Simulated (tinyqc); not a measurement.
## Capacitances from a Coulomb diamond

Inverse problem. A single-electron transistor has the bias V on its left lead and the right lead at 0 V. Its diamonds repeat every q/Cg in gate voltage, close at |V| = q/Cs with Cs = CL + CR + Cg, and have edges of slope dV/dVg = -Cg/CL and Cg/(Cs - CL). Find Cg, Cs, CL and CR.

Constants: q = 1.602176634e-19 C. Results are converted to the units shown.

gate period = 76.294125 mV
bias at the tip of the diamond = 18.001985 mV
slope dV/dVg of the rising edge = 0.44680851

Solution. The period gives Cg, the tip Cs, and the rising edge Cs - CL = CR + Cg.

Cg = 2.100 aF
Cs = 8.900 aF
CL = 4.200 aF
CR = 2.600 aF

Numbers from tinyqc (`OMP_NUM_THREADS=1 python tinyqc.py 2780108 2780109 out.jsonl`; about 0.01 s on one thread of a shared Intel Xeon 2.30GHz).
